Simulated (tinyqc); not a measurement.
# p-type polysilicon, carrier trapping at grain boundaries: effect of the doping

One-dimensional grains of size Lg, uniform ionised doping N, monovalent traps Qt at each boundary at a depth Et below (for electrons) or above (for holes) the band edge there, abrupt depletion of width W on each side of a boundary, Boltzmann statistics. xi is the distance from the band edge at the grain centre to the Fermi level. Trapped charge Qt/(1 + exp((xi + VB - Et)/Vt)) = 2 N W, barrier VB = q N W^2/(2 eps0 eps_r).

If the trap equation with xi = Vt ln(NB/N) has a root W < Lg/2, the grain is partly depleted; otherwise W = Lg/2 and the trap equation gives xi = Et - VB + Vt ln(Qt/(N Lg) - 1). N* = Qt/Lg. n0 = NB exp(-xi/Vt); mean density n0 (1 - 2 W/Lg) by charge balance in a partly depleted grain, and n0 (sqrt(pi)/2) erf(u)/u with u = sqrt(VB/Vt) in a fully depleted one; v = sqrt(kB T/(2 pi ms m0)); barrier resistivity Vt exp(VB/Vt)/(q fe n0 v Lg); grain resistivity (1 - 2 W/Lg)/(q n0 mug); effective mobility 1/(q mean density total resistivity). Rows with xi above 0.45 V, towards mid-gap, are left out, since the other carrier type is ignored.

Values chosen for this exercise; values of the order met in polycrystalline silicon: temperature T = 400 K; relative permittivity eps_r = 11.7; valence-band density of states at T NB = 4.08e19 cm^-3; grain size Lg = 21 nm; trap density of a grain boundary Qt = 4.7e12 cm^-2; depth of the trap level from the majority band edge at the boundary Et = 0.34 eV; mass for thermionic emission ms = 0.56 m0; correction factor of the emission rate fe = 0.5; mobility inside the grains mug = 200 cm^2/(V s).

Constants: q = 1.602176634e-19 C, kB = 1.380649e-23 J/K, m0 = 9.1093837015e-31 kg, Vt = kB T/q, eps0 = 8.8541878128e-14 F/cm where lengths are in cm. Results are converted to the units shown.

Result of one run:

| N (cm^-3) | N/N* | depleted share 2 W/Lg | VB (V) | xi (V) | mean density (cm^-3) | resistivity (ohm cm) | effective mobility (cm^2/(V s)) |
|---|---|---|---|---|---|---|---|
| 3.2e17 | 0.1430 | 1.000 | 0.02728 | 0.3744 | 6.162e14 | 139.4 | 72.66 |

What becomes of these results when the doping N is changed from 3.2e17 to 1.9e17 cm^-3, all else the same?

Result of the changed run:

| N (cm^-3) | N/N* | depleted share 2 W/Lg | VB (V) | xi (V) | mean density (cm^-3) | resistivity (ohm cm) | effective mobility (cm^2/(V s)) |
|---|---|---|---|---|---|---|---|
| 1.9e17 | 0.08489 | 1.000 | 0.01620 | 0.4058 | 2.719e14 | 250.7 | 91.56 |

The whole series:

| N (cm^-3) | N/N* | depleted share 2 W/Lg | VB (V) | xi (V) | mean density (cm^-3) | resistivity (ohm cm) | effective mobility (cm^2/(V s)) |
|---|---|---|---|---|---|---|---|
| 1.1e17 | 0.04915 | 1.000 | 0.009378 | 0.4327 | 1.320e14 | 449.9 | 105.1 |
| 1.9e17 | 0.08489 | 1.000 | 0.01620 | 0.4058 | 2.719e14 | 250.7 | 91.56 |
| 3.2e17 | 0.1430 | 1.000 | 0.02728 | 0.3744 | 6.162e14 | 139.4 | 72.66 |
| 5.4e17 | 0.2413 | 1.000 | 0.04604 | 0.3335 | 1.767e15 | 73.13 | 48.30 |
| 9e17 | 0.4021 | 1.000 | 0.07673 | 0.2769 | 7.581e15 | 34.58 | 23.81 |
| 1.5e18 | 0.6702 | 1.000 | 0.1279 | 0.1877 | 8.056e16 | 11.44 | 6.770 |
| 2.6e18 | 1.162 | 0.8138 | 0.1468 | 0.09490 | 4.841e17 | 1.345 | 9.584 |
| 4.3e18 | 1.921 | 0.5162 | 0.09767 | 0.07756 | 2.081e18 | 0.1987 | 15.10 |
| 7.3e18 | 3.262 | 0.3061 | 0.05832 | 0.05932 | 5.065e18 | 0.03968 | 31.05 |
| 1.2e19 | 5.362 | 0.1864 | 0.03555 | 0.04218 | 9.763e18 | 0.01365 | 46.82 |

As N goes from 1.1e17 to 1.2e19, VB goes from 0.00938 through a maximum of 0.147 (at N = 2.6e18 among the rows listed) to 0.0356 V, the resistivity falls from 450 to 0.0137 ohm cm and the effective mobility goes from 105 through a minimum of 6.77 (at N = 1.5e18 among the rows listed) to 46.8 cm^2/(V s). The steepest fall of the resistivity among the rows, as N^(-3.9), lies between N = 1.5e18 and 2.6e18 cm^-3; N* = 2.24e18 cm^-3. While the grain is fully depleted VB grows as N; once the traps are full it falls as 1/N. For N = 4.3e18, 7.3e18, 1.2e19 xi is under 2.5 Vt, where Boltzmann statistics begin to fail. For N = 1.1e17, 1.9e17, 3.2e17 VB is below Vt, where abrupt depletion and thermionic emission are rough. For N = 1.5e18, 2.6e18 the grain is near the changeover between partial and full depletion, within a few Debye lengths, where both limits are rough.

tinyqc, about 0.01 s, one thread, Intel Xeon 2.30GHz (shared host): `OMP_NUM_THREADS=1 python tinyqc.py 2830254 2830255 out.jsonl`
